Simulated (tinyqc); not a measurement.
Stark shift: graded (staircase) quantum well by finite differences.

Finite differences on points z_i at the centres of cells of width h: H_ii = (c/h^2)(1/m_(i-1/2) + 1/m_(i+1/2)) + V_i, H_(i,i+1) = -(c/h^2)/m_(i+1/2), where m_(i+1/2) is the mean of the masses at the two points (the end values are repeated outwards), psi = 0 on the points beyond both ends, c = hbar^2/2m0. The field adds e F (z - z0) with z0 the middle of the structure; 1 kV/cm = 1e-5 eV/angstrom.

Constants: hbar^2/2m0 = 3.80998211 eV angstrom^2.

Inputs chosen for the exercise (out of a larger set: near those of a GaAs well in AlGaAs; not measured data): layers = ((39, 0.292, 0.0969), (13, 0.13, 0.0806), (13, 0.032, 0.0708), (13, 0, 0.0675), (13, 0.032, 0.0708), (13, 0.13, 0.0806), (39, 0.292, 0.0969)) (each layer: thickness in angstrom, band edge in eV, mass in m0); hf = 0.8125 angstrom (cell width of the fine grid); Fs = (0, 16.7, 33.3, 50, 66.7, 83.3, 100) kV/cm (fields).

Fine grid. Perturbation theory: dE1 = e F z_11 - beta (e F)^2 with beta = sum_j z_1j^2/(E_j - E_1) over the 13 next levels at zero field, z from z0.

Levels against field:
```
F (kV/cm)  E1 (eV)  E2 (eV)  dE1 (meV)  second order (meV)  <z - z0> (angstrom)  E2 - E1 (meV)
0           0.0964   0.2826       0.00                0.00                  0.0          186.2
16.7        0.0963   0.2825      -0.04               -0.04                 -0.5          186.1
33.3        0.0962   0.2822      -0.17               -0.17                 -1.0          186.0
50.0        0.0960   0.2817      -0.37               -0.37                 -1.5          185.7
83.3        0.0953   0.2801      -1.04               -1.03                 -2.5          184.8
100         0.0949   0.2790      -1.49               -1.49                 -3.0          184.1
```

Give the missing row, F (kV/cm) = 66.7.

Computed row:
```
F (kV/cm)  E1 (eV)  E2 (eV)  dE1 (meV)  second order (meV)  <z - z0> (angstrom)  E2 - E1 (meV)
66.7        0.0957   0.2810      -0.66               -0.66                 -2.0          185.3
```

z_11 = 0.00 angstrom
beta = 1489 angstrom^2/eV

At zero field the state is centred, so the shift starts as F^2; it turns linear only if the state is pulled to one side. At 100 kV/cm E1 has moved by -1.49 meV, where second order gives -1.49 meV; they differ by 0.2 % there. The electron moves by -3.0 angstrom, against the rise of the potential. From 16.7 kV/cm on E2 lies above the lowest point of the outer barrier, so it is a resonance or a state of the finite grid, held or pushed up by its ends. E2 - E1 shrinks with the field; the ends are 186.2 and 184.1 meV.

Run: tinyqc, `OMP_NUM_THREADS=1 python tinyqc.py 1281466 1281467 out.jsonl`; Intel(R) Xeon(R) Processor @ 2.30GHz, one thread, shared host; about 0.03 s of CPU time with all checks.
